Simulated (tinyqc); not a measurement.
Inside a calculation. Model: electromigration in a confined line: Blech product, Korhonen stress evolution and Black's law. Computed by tinyqc, a small Python program that keeps every step. Command: `OMP_NUM_THREADS=1 python tinyqc.py 3000880 3000881 out.jsonl emigr walk`. One thread of a shared host (Intel(R) Xeon(R) Processor @ 2.30GHz), about 0.01 s of CPU time with the checks. Intermediate numbers are printed to about 6 digits and carried at full precision; extremes and crossings named in words are read from the listed rows.

The electron wind pushes atoms from the cathode (x = 0) to the anode (x = L); blocking ends build a back stress (tension positive). The input rho is taken not to change with temperature. d sigma/dt = d/dx [kappa (d sigma/dx + G)], with zero flux at both ends and sigma = 0 at t = 0.

Inputs (values chosen for the exercise, close to those used for ruthenium lines):
```
quantity,value,unit
resistivity rho,13.4,micro-ohm cm
atomic volume Omega,13.6,angstrom^3
effective charge number Z*,1.9,-
prefactor D0,5.3e-07,m^2/s
activation energy E,1.35,eV
effective modulus B,69,GPa
critical stress sigma_c,410,MPa
current density j,0.56,MA/cm^2
line length L,19,um
test temperature T,270,C
"time as a fraction of L^2/kappa, s",0.0055,-
use temperature T_u,105,C
use current density j_u,0.32,MA/cm^2
current exponent n,1,-
```

Start: stress-free.

Constants: e = 1.602176634e-19 C; k_B = 8.617333262e-05 eV/K; k_B = 1.380649e-23 J/K.

## Driving force and diffusivities

G = Z* e rho j/Omega; D = D0 exp(-E/(k_B T)); kappa = D B Omega/(k_B T); drift velocity of an unconfined line v = D Z* e rho j/(k_B T). SI: 1 micro-ohm cm = 1e-8 ohm m, 1 MA/cm^2 = 1e10 A/m^2. Temperatures in kelvin are T(C) + 273.15.

stress gradient G = 16.7965 MPa/um

diffusivity D = 1.57725e-19 m^2/s

kappa = 1.97372e-17 m^2/s

drift velocity = 0.0172965 nm/h

## Steady state and Blech product

At steady state sigma(x) = G (L/2 - x). A void forms only if the cathode stress reaches sigma_c, that is if j L exceeds (j L)_c = 2 Omega (sigma_c)/(Z* e rho). Time scale tau = L^2/kappa.

steady cathode stress = 159.566 MPa

j L = 1064 A/cm

critical product (j L)_c = 2733.91 A/cm

tau = 5080.64 h

j L is 0.389 times the critical product: the back stress stops the flux first, and the line is immortal in this model.

## Series terms at the cathode

sigma(x, t) = G L [1/2 - x/L - 4 sum_(m odd) cos(m pi x/L) exp(-m^2 pi^2 s)/(m pi)^2], s = t/tau, summed to m = 399. The terms at x = 0 are 4 exp(-m^2 pi^2 s)/(m pi)^2; tau = L^2/kappa.

terms for m = 1, 3, 5, 7: [0.383871, 0.0276277, 0.00417303, 5.78632e-04]

cathode stress at time s = 26.7059 MPa

time t = 27.9435 h

## Stress along the line

Steady state: G L (1/2 - x/L). Take x/L = 0, 0.1, 0.2, 0.3, 0.4, 0.6, 0.8 and 1.

Stress (MPa):
```
x/L,at time s,steady state
0.0,26.7059,159.566
0.1,6.0894,127.653
0.2,0.7268,95.740
0.3,0.0415,63.827
0.4,0.0011,31.913
0.6,-0.0011,-31.913
0.8,-0.7268,-95.740
1.0,-26.7059,-159.566
```

## Finite line against the semi-infinite law

Semi-infinite line: sigma(0, t) = 2 G L sqrt(s/pi). One-term form: keep m = 1 alone.

Cathode stress (MPa):
```
s,t (h),full series,semi-infinite,one term
0.002,1.01613e+01,16.104,16.104,32.755
0.005,2.54032e+01,25.463,25.463,36.454
0.01,5.08064e+01,36.010,36.010,42.382
0.02,1.01613e+02,50.926,50.926,53.396
0.05,2.54032e+02,80.435,80.521,80.605
0.1,5.08064e+02,111.359,113.875,111.361
0.2,1.01613e+03,141.600,161.043,141.600
0.4,2.03226e+03,157.071,227.749,157.071
0.8,4.06452e+03,159.518,322.086,159.518
```

Among these rows the semi-infinite law holds to 1 % up to s = 0.05 and the one-term form from s = 0.05 on: the far end is felt once sqrt(kappa t) is no longer small against L, and by then the terms with m > 1 have nearly died out. The critical stress 410 MPa is not reached in these rows.

## Extrapolation by Black's law

Median life t50 = A j^(-n) exp(E/(k_B T)); acceleration factor = t50(use)/t50(test) = (j/j_u)^n exp[(E/k_B)(1/T_u - 1/T)].

current factor = 1.75

temperature factor = 292209

acceleration factor = 511365

At the use current j_u L lies below the critical product, where Black's law does not apply: the line would not fail by this mechanism. Caution: the test j L lies below the critical product, so the line would not void in the test and the acceleration factor is formal. Caution: j_u L lies below the critical product, so the acceleration factor is formal: at use the line would not void.

Checks made by the program: series against a 200-cell finite-volume solution (on the scale of G L) (relative difference 5e-06).
